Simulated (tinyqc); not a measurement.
Long-channel MOSFET, surface-potential model: course of the iteration: surface potential at the source by Newton steps.

n-channel transistor on a uniformly doped p-type body, gradual-channel approximation, constant mobility, Boltzmann statistics, full ionisation. Potentials are counted from the neutral body; V is the electron quasi-Fermi potential, Vsb at the source and Vsb + Vds at the drain. Charges are magnitudes per area.

With V = Vsb: G = psi - Vt + Vt e, e = exp((psi - 2 phiF - Vsb)/Vt); f = Vgs + Vsb - Vfb - psi - gamma sqrt(G); f' = -1 - gamma (1 + e)/(2 sqrt(G)); psi(new) = psi - f/f'.

Stop when psi changes by less than 1e-10 V, or after 40 iterations.

Parameters, values chosen for the exercise; material values close to those of silicon:
```
symbol  value  unit                   meaning
T         293     K               temperature
Vfb     -0.61     V         flat-band voltage
Vsb         1     V  source-body reverse bias
Vgs      2.27     V       gate-source voltage
```

Constants: q = 1.602176634e-19 C, kB = 1.380649e-23 J/K, Vt = kB T/q. Results are converted to the units shown.

psi at the start (the smaller of 2 phiF + Vsb + 4 Vt and the root without inversion charge) = 1.96930 V
phiF = 0.434154 V
gamma = 1.11912 V^0.5

Course of the iteration:
```
iteration  psi (V)  |change| (V)
1          1.96215       7.15e-3
2          1.96129       8.55e-4
3          1.96128       1.09e-5
4          1.96128       1.76e-9
5          1.96128             0
```

Did this iteration meet its convergence test, and what does its course show?

Yes. Converged in 5 iterations. At the end the number of correct digits about doubles with each step.

Numbers from tinyqc (`OMP_NUM_THREADS=1 python tinyqc.py 2360084 2360085 out.jsonl`; about 0.04 s on one thread of a shared Intel Xeon 2.30GHz).
